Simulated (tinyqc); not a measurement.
# Off-state leakage of single and stacked transistors, step by step

Numbers from tinyqc (`OMP_NUM_THREADS=1 python tinyqc.py 2242176 2242177 out.jsonl`; about 0.03 s on one thread of a shared Intel Xeon 2.30GHz). Printed values are rounded.

n-channel devices of unit width. Subthreshold current I(Vg, Vs, Vd) = I0 (T/300 K)^0.5 exp[(Vg - Vs - VT(T) - gb (Vs - Vb) + dd (Vd - Vs))/(nf Vt)] (1 - exp(-(Vd - Vs)/Vt)), VT(T) = VT - cT (T - 300 K). Gate-edge tunnelling Ig (Vd/1 V) exp(ag (Vd - 1 V)), for a gate at 0 V, and band-to-band leakage Ab u exp(-Bb/u), u = Vd - Vb + 1 V, flow at a drain held at V; both are taken as independent of T. In a stack of off transistors (all gates at 0 V) the same subthreshold current passes through each.

Inputs (values chosen for the exercise); values of the order met in bulk silicon logic transistors: temperature T = 358 K; supply voltage V = 0.9 V; threshold at 300 K, zero drain and body bias VT = 0.26 V; fall of the threshold with temperature cT = 0.8 mV/K; current at threshold at 300 K I0 = 0.13 uA/um; slope factor nf = 1.21; drain-induced lowering per volt dd = 0.14; rise of the threshold per volt of source-body bias gb = 0.19; gate-edge tunnelling current at 1 V Ig = 7e-5 uA/um; exponential slope of the gate current ag = 5.3 1/V; prefactor of band-to-band leakage at the drain Ab = 80 uA/(um V); its exponential voltage Bb = 26 V; body voltage Vb = -0.6 V.

Constants: q = 1.602176634e-19 C, kB = 1.380649e-23 J/K, Vt = kB T/q. Results are converted to the units shown.

## Leakage of one transistor

Vg = Vs = 0, Vd = V; effective threshold VT(T) - gb Vb - dd V.

effective threshold = 0.2016 V
parts (nA/um): subthreshold 0.640965, gate edge 0.0370821, band-to-band 6.08650
total = 6.76454 nA/um
shares (%): subthreshold 9.47536, gate edge 0.548183, band-to-band 89.9765

The band-to-band part is the largest.

## Starting value

Vx = dd V/(1 + gb + 2 dd), the solution for Vx well above Vt, rounded to three decimals.

Vx at the start = 0.086 V

## Iteration 1: new Vx

Stack of two, Vx the node between them: I_low = I(0, 0, Vx), I_up = I(0, Vx, V), f = ln(I_up/I_low), f' = -(1 + gb + 2 dd)/(nf Vt) - 1/(Vt (exp(Vx/Vt) - 1)) - 1/(Vt (exp((V - Vx)/Vt) - 1)), Vx(new) = Vx - f/f'.

I_low = 0.0284044 nA/um
I_up = 0.0299292 nA/um
f = 0.0522892
f' = -41.5065 1/V
Vx after iteration 1 = 0.0872598 V

## Iteration 2: new Vx

As before.

I_low = 0.0286138 nA/um
I_up = 0.0286155 nA/um
f = 5.74003e-5
f' = -41.4161 1/V
Vx after iteration 2 = 0.0872612 V

## Course of the iteration

Stop when the step is below 1e-11 V, or after 40 iterations.

Course of the iteration:

| iteration | Vx before the step (V) | step (V) |
|---|---|---|
| 1 | 0.086 | 1.26e-3 |
| 2 | 0.0872598 | 1.39e-6 |
| 3 | 0.0872612 | 1.63e-12 |

Converged in 3 iterations. The subthreshold current of the stack is 0.02861 nA/um, 22.4 times less than that of one transistor (the drain leakage is unchanged); the estimate exp[dd V (1 + gb + dd)/((1 + gb + 2 dd) nf Vt)] gives 21.2.
